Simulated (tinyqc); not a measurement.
# Voltage drop against the pad pitch

A grid of 13 by 13 nodes with segments Rx (rows) and Ry (columns); every node draws I1 and the central node kh I1; pads with resistance Rp sit at the nodes whose row and column are multiples of the pitch, counting from 0. The drops u = Vdd - V follow from G u = i, with G the conductance matrix and i the load currents, solved directly.

Parameters, values chosen for the exercise: supply voltage Vdd = 1 V; resistance of a horizontal segment Rx = 1 ohm; resistance of a vertical segment Ry = 1.1 ohm; resistance from a pad node to the supply Rp = 0.097 ohm; factor on the load at the hot node kh = 1; load current of a node in the large grid I1 = 0.78 mA.

Voltage drop against the pad pitch:
columns A: pitch (nodes); B: pads; C: worst drop (mV); D: mean drop (mV); E: largest drop at a pad (mV); F: largest pad current (mA); G: worst drop over Vdd (%)
```
A     B        C        D        E       F         G
1   169  0.07566  0.07566  0.07566  0.7800  0.007566
2    49    1.118   0.7279   0.3021   3.114    0.1118
3    25    2.657    1.962   0.6660   6.866    0.2657
4    16    5.224    3.804    1.103   11.38    0.5224
6     9    11.35    9.239    2.277   23.47     1.135
12    4    45.96    38.28    3.197   32.95     4.596
```

Read the table: what changes, and by how much?

The worst drop goes from 0.0757 to 46.0 mV while the number of pads falls from 169 to 4; between the last two rows it goes as pitch^(2.02). The largest drop at a pad is 100 % of the worst drop in the first row and 6.96 % in the last; the rest falls along the wires.

tinyqc, about 0.06 s, one thread, Intel Xeon 2.30GHz (shared host): `OMP_NUM_THREADS=1 python tinyqc.py 2770163 2770164 out.jsonl`
